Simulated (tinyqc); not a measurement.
# Lossy on-chip transmission line with skin effect, step by step

Computed by the program tinyqc: `OMP_NUM_THREADS=1 python tinyqc.py 2810178 2810179 out.jsonl`, one thread of a shared Intel Xeon 2.30GHz, about 0.01 s for the whole run. Printed values are rounded.

A uniform line in a homogeneous dielectric: c = sqrt(er)/(c0 Z0), l = Z0 sqrt(er)/c0 (c0 = 299792458 m/s), g = w c td, w = 2 pi f. The resistance joins its limits as r = sqrt(r_dc^2 + r_hf^2), with r_dc = rho/(wd th), r_hf = kr rho/(2 delta (wd + th)), delta = sqrt(rho/(pi f mu0)), mu0 = 4 pi 1e-7 H/m; this is an interpolation, and internal inductance, up to 0.05 nH/mm at low frequency, is neglected.

Inputs (values chosen for the exercise):
- wd = 0.94 um (width of the strip)
- th = 0.94 um (thickness of the strip)
- rho = 2 uohm cm (resistivity)
- er = 4.2 (relative permittivity)
- td = 0.01 (loss tangent)
- Z0 = 45 ohm (lossless impedance sqrt(l/c))
- kr = 2 (factor for crowding and the return path)
- len = 0.46 mm (length)
- Rg = 50 ohm (source resistance)
- RL = 1e5 ohm (load resistance)
- CL = 300 fF (load capacitance)
- f = 1.3 GHz (frequency)

## Line constants

delta, r_dc, r_hf, r, l, c and g as defined.

delta = 1.97407 um
r_dc = 22.6347 ohm/mm
r_hf = 5.38901 ohm/mm
r = 23.2674 ohm/mm
l = 0.307621 nH/mm
c = 151.912 pF/m
g = 0.0124084 S/m

r is 1.03 times r_dc; the skin depth is 2.10 of the thickness.

## Propagation constant and impedance

gamma = sqrt((r + i w l)(g + i w c)) = alpha + i beta, Zc = sqrt((r + i w l)/(g + i w c)), roots with positive real part; loss 8.685889638 alpha in dB; phase velocity w/beta.

gamma len = 0.0526606+0.0580671i
Zc = 102.644-91.234i ohm
loss = 0.994358 dB/mm
phase velocity over c0 = 0.215839
r/(w l) = 9.25992

r exceeds w l, so the line behaves mainly as an RC line at this frequency.

## Reflection, input impedance and transfer

ZL = 1/(1/RL + i w CL); reflection (ZL - Zc)/(ZL + Zc); Zin = Zc (ZL + Zc tanh(gamma len))/(Zc + ZL tanh(gamma len)); H = V_load/V_source = [Zin/(Zin + Rg)]/[cosh(gamma len) + (Zc/ZL) sinh(gamma len)].

ZL = 1.665-408.083i ohm
reflection at the load = 0.567550-0.320798i
Zin = 10.531-330.037i ohm
H = 0.970941-0.175543i
|H| = -0.116458 dB
